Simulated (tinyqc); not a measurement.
Tail absorption against field: Franz-Keldysh effect at a direct gap.

Parabolic bands, vertical transitions, no excitons. For each hole band j: mr = me mj/(me + mj); joint density of states J_j(E) = (mr/c)^(3/2) sqrt(E - Eg)/(2 pi^2), both spins, c = hbar^2/2m0; averaged matrix element |e.p|^2 = m0 Ep/6; alpha_j(E) = 4 pi^2 alpha_f c Ep J_j/(3 nr E) in 1/angstrom (alpha_f the fine-structure constant, listed as alpha among the constants), times 1e8 for 1/cm.

In a field Fd (1 kV/cm = 1e-5 V/angstrom) the electro-optic energy of band j is th = (c (e Fd)^2/mr)^(1/3), and sqrt(E - Eg) in J_j is replaced by pi sqrt(th) [Ai'(b)^2 - b Ai(b)^2] with b = (Eg - E)/th; Ai is the Airy function.

Constants: hbar^2/2m0 = 3.80998211 eV angstrom^2; fine-structure constant alpha = 0.007297352564.

Inputs chosen for the exercise (near those of GaAs; shifted at random, so the results belong to these values and not to a real crystal):
- Eg = 1.395 eV (direct gap)
- me = 0.0652 m0 (electron mass)
- mhh = 0.5 m0 (heavy-hole mass)
- mlh = 0.0823 m0 (light-hole mass)
- Ep = 26.5 eV (Kane energy)
- nr = 3.63 (refractive index)
- det = 15 meV (detuning below the gap)

At E = Eg - det; the field takes the values listed. The last column is the length for 10 dB of loss.

Results:

| Fd (kV/cm) | th heavy (meV) | b heavy | alpha (1/cm) | length (micrometre) |
|---|---|---|---|---|
| 10 | 8.71 | 1.722 | 10.3 | 2.23e+03 |
| 20 | 13.82 | 1.085 | 68.6 | 336 |
| 40 | 21.95 | 0.684 | 221 | 104 |
| 60 | 28.76 | 0.522 | 361 | 63.9 |
| 100 | 40.42 | 0.371 | 585 | 39.3 |
| 150 | 52.97 | 0.283 | 799 | 28.8 |
| 250 | 74.46 | 0.201 | 1.11e+03 | 20.7 |
| 400 | 101.86 | 0.147 | 1.44e+03 | 16.0 |

What can be read from this table?

alpha grows by 1.5 decades from 10 to 60 kV/cm and by a factor 1.30 over the last step, where the field grows by 1.6: the exponent (4/3) b^(3/2) goes as 1/Fd, so the gain is steep only while b > 1 (deep in the tail the light-hole pair, with its smaller b, carries most of it), that is up to 20 kV/cm of those listed.

Computed by tinyqc, a small Python program: `OMP_NUM_THREADS=1 python tinyqc.py 1681763 1681764 out.jsonl` (the numbers bound the seed that draws the inputs); one thread of a shared host (Intel(R) Xeon(R) Processor @ 2.30GHz), about 0.01 s for the whole set of steps.
